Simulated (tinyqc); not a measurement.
Inside a calculation. Method: CCSD on RHF in the sto-3g basis, for H3+, spin multiplicity 1. One step of it, computed by the program tinyqc.

Problem. Integrals over molecular orbitals. (pq|rs) = sum C_ip C_jq C_kr C_ls (ij|kl), one index at a time.

coefficients C, order 1H 1s, 2H 1s, 3H 1s:
```
[[0.504540, -0.098171, 1.058041],
 [0.419574, -0.714315, -0.751078],
 [0.390866, 0.887461, -0.491036]]
```

core Hamiltonian H = T + V (hartree), order 1H 1s, 2H 1s, 3H 1s:
```
[[-1.371862, -0.773604, -0.672075],
 [-0.773604, -1.278878, -0.424303],
 [-0.672075, -0.424303, -1.239625]]
```

Two-electron integrals (ij|kl) in chemists' order, unique and non-zero (hartree):
```
(11|11) 0.774606   (21|11) 0.266801   (21|21) 0.121674   (22|11) 0.447605
(22|21) 0.266801   (22|22) 0.774606   (31|11) 0.224803   (31|21) 0.085322
(31|22) 0.155961   (31|31) 0.089853   (32|11) 0.114882   (32|21) 0.055022
(32|22) 0.126040   (32|31) 0.048268   (32|32) 0.031927   (33|11) 0.416388
(33|21) 0.171484   (33|22) 0.335457   (33|31) 0.224803   (33|32) 0.126040
(33|33) 0.774606
```

Give: one-electron integrals over orbitals h = C^T H C; Two-electron integrals over orbitals.

Solution.

one-electron integrals over orbitals h = C^T H C (hartree):
```
[[-1.4955, 0.0172, -0.0411],
 [0.0172, -1.0955, -0.0053],
 [-0.0411, -0.0053, -0.9412]]
```

Two-electron integrals over orbitals (pq|rs), unique and non-zero (hartree):
```
(11|11) 0.5380    (21|11) -0.0172   (21|21) 0.1440    (22|11) 0.4941
(22|21) 0.0451    (22|22) 0.5856    (31|11) 0.0411    (31|21) 0.0023
(31|22) -0.0731   (31|31) 0.1472    (32|11) 0.0038    (32|21) -0.1116
(32|22) -0.0216   (32|31) -0.0350   (32|32) 0.1051    (33|11) 0.5454
(33|21) -0.0480   (33|22) 0.4653    (33|31) 0.0889    (33|32) 0.0193
(33|33) 0.6059
```
